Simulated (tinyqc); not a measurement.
Changing the frequency f: oxide trap near a transistor channel: two-state multiphonon kinetics, telegraph noise and bias instability. Computed by tinyqc, a small Python program. Command: `OMP_NUM_THREADS=1 python tinyqc.py 3022274 3022275 out.jsonl oxidetrap sweep`. One thread of a shared host (Intel(R) Xeon(R) Processor @ 2.30GHz), about 0.01 s of CPU time with the checks.

An n-channel device under positive gate bias. The trap is empty (state 1) or holds an electron (state 2); both states are parabolas of equal curvature, and the electron reservoir is taken at the Fermi level of the channel.

Inputs (values chosen for the exercise, with an insulator like Al2O3 on silicon):
```
quantity                                value   unit
insulator constant eps_ox                8.94      -
insulator thickness t_ox                  2.2     nm
trap depth x from the interface          0.61     nm
tunnel barrier phi_b                     2.19     eV
tunnelling mass m_ox                     0.33    m_0
trap level above E_F at zero field E_t    0.3     eV
relaxation energy E_R                     1.3     eV
oxide field F                             6.7  MV/cm
attempt rate k_0 at the interface       3e+11    1/s
temperature T                             400      K
channel width W                           130     nm
channel length L                          220     nm
```

Parts treated: one trap and an ensemble.

Constants: hbar^2/(2 m_0) = 3.80998212 eV angstrom^2; k_B = 8.617333262e-05 eV/K; e = 1.602176634e-19 C; eps_0 = 8.8541878128e-12 F/m.

Method:
- kappa = sqrt(2 m_ox phi_b)/hbar = sqrt(m_ox phi_b/(hbar^2/2m_0)); attenuation length lambda = 1/(2 kappa); factor exp(-x/lambda) for a rectangular barrier.
- E_21 = E_t - e F x is the energy of state 2 over state 1; barriers E_c = (E_R + E_21)^2/(4 E_R), E_e = E_c - E_21; tau_c = exp(E_c/k_B T)/(k_0 P), tau_e = exp(E_e/k_B T)/(k_0 P), P the tunnelling factor; occupation f_2 = tau_e/(tau_c + tau_e); 1/tau_0 = 1/tau_c + 1/tau_e.
- Charge-sheet step dV = e (t_ox - x)/(eps_ox eps_0 W L); Lorentzian spectrum S(f) = 4 dV^2 tau_0^2/((tau_c + tau_e)(1 + (2 pi f tau_0)^2)); corner 1/(2 pi tau_0); variance dV^2 f_2 (1 - f_2) = dV^2 tau_0/(tau_c + tau_e).

One run for each value:
```
frequency f (Hz)  S(f) (V^2/Hz)  corner frequency (Hz)
1.00e-02              3.546e-15                  89295
1.00e-01              3.546e-15                  89295
1.00e+00              3.546e-15                  89295
1.00e+01              3.546e-15                  89295
1.00e+02              3.546e-15                  89295
1.00e+03              3.545e-15                  89295
1.00e+04              3.502e-15                  89295
1.00e+05              1.573e-15                  89295
1.00e+06              2.805e-17                  89295
```

What does the table show, and why?

Over the rows, S(f) (V^2/Hz) falls from 3.55e-15 to 2.80e-17, flat over part of the range. At the low end the exponent of S(f) is 0.00, close to 0: the plateau of a Lorentzian.

Caution (all rows): a field 1.5 times as high comes near the usual breakdown field of such an insulator.
